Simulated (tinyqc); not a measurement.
Inside a calculation: effective mass of the conduction band from tabulated energies. Values are carried at full precision from step to step, so a last printed digit may differ when a step is redone from the rounded ones.

c = hbar^2/2m0.
Constants: hbar^2/2m0 = 3.80998211 eV angstrom^2; kB = 8.617333262e-05 eV/K.

Values chosen for the exercise (out of a larger set: band of an eight-band Kane model near Ge; not measured data): T = 300 K (temperature).

## Finite differences

Energies along [111], from the band edge:
```
k (1/angstrom)   E (meV)
0.00000           0.0000
0.00420           1.7880
0.00840           7.1027
0.01260          15.8017
0.01680          27.6659
0.02100          42.4224
0.02520          59.7675
0.02940          79.3890
0.03360         100.9822
```

reference mass (curvature of the model at k = 0.0001 1/angstrom) = 0.03750 m0

The band is even in k. m = c k^2/E(k) from the points 1, 2, 4 (k = 0 is point 0); Richardson from points 1 and 2: c/m = [16 E(k1) - E(k2)]/(12 k1^2).

m from points 1, 2, 4 (m0): [0.03759, 0.03785, 0.03887]

m by Richardson = 0.03750 m0

Errors against the reference: +0.24, +0.93 and +3.65 % and +0.01 %. The extrapolation removes the k^4 term.

## Least squares over all points

Fit E = a k^2 (a = sum k^2 E/sum k^4), then E = a k^2 + b k^4 from the normal equations; E in eV; m = c/a.

sums of k^4, k^6, k^8: [2.7296e-06, 2.4534e-09, 2.3901e-12]

sums of k^2 E, k^4 E: [0.00025014, 2.2301e-07]

a, one term = 91.640 eV angstrom^2

a and b, two terms: [100.5, -9830]

m, one and two terms (m0): [0.04158, 0.03792]

The parabola over all points errs by +10.9 % because the weights k^4 favour the outer points; the second term brings the error to +1.1 %.

## The non-parabolic form

E (1 + alpha E) = c k^2/m means that y = c k^2/E is a straight line in E with intercept m and slope m alpha. Fit the line by unweighted least squares over points 1 to 8, E in eV.

y (m0): [0.03759, 0.03785, 0.03828, 0.03887, 0.03961, 0.04048, 0.04148, 0.04259]

m = 0.03748 m0
alpha = 1.345 1/eV

The intercept errs by -0.05 %. The model has Eg = 0.901 eV, and for two bands alpha is near 1/Eg = 1.11 1/eV.

## Which mass for which use

From the fitted m and alpha: momentum mass at energy E, m (1 + 2 alpha E); curvature mass m (1 + 2 alpha E)^3; thermal factors to first order in alpha kT: density of states Nc (1 + 15 alpha kT/4), conductivity mass m (1 + 5 alpha kT). Take E = 3 kT/2.

alpha kT = 0.0348
momentum mass = 0.04139 m0
curvature mass = 0.05048 m0
factor on Nc = 1.1304
thermal conductivity mass = 0.04400 m0

alpha kT is small, so first order serves. In Ge the electrons sit at L; these values concern the Gamma valley.

## Checks

- Two-term fit by normal equations against a least-squares routine: both 100.475.

Computed by tinyqc, a small Python program: `OMP_NUM_THREADS=1 python tinyqc.py 1881024 1881025 out.jsonl` (the numbers bound the seed that draws the inputs); one thread of a shared host (Intel(R) Xeon(R) Processor @ 2.30GHz), about 0.01 s for the whole set of steps.
